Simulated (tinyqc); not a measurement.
## Landau coefficients from the transition

Inverse problem. u = a0 (T - T0) P^2 + be P^4 + ga P^6 (P in uC/cm^2, E in kV/cm, u in mJ/cm^3). Above the transition chi = Cw/(T - T0) with Cw = 1/(2 eps0 a0); at TC = T0 + be^2/(4 a0 ga) the polarisation jumps by sqrt(-be/(2 ga)). Find a0, be and ga.

Inputs (values chosen for the exercise):

| symbol | value | unit | meaning |
|---|---|---|---|
| T0 | 700 | K | Curie-Weiss temperature |

Constants: eps0 = 8.8541878128e-14 F/cm where lengths are in cm. Results are converted to the units shown.

TC = 711.937831 K
jump of P at TC = 41.9435246 uC/cm^2
Curie constant = 4.03360381e5 K

Solution. The Curie constant gives a0. At TC both u = 0 and du/dP = 0, which give ga = al/P^4 and be = -2 al/P^2 with al = a0 (TC - T0).

a0 = 0.01400 kV cm/(uC K)
be = -1.900e-4 kV cm^5/uC^3
ga = 5.400e-8 kV cm^9/uC^5

Computed by the program tinyqc: `OMP_NUM_THREADS=1 python tinyqc.py 2860153 2860154 out.jsonl`, one thread of a shared Intel Xeon 2.30GHz, about 0.01 s for the whole run.
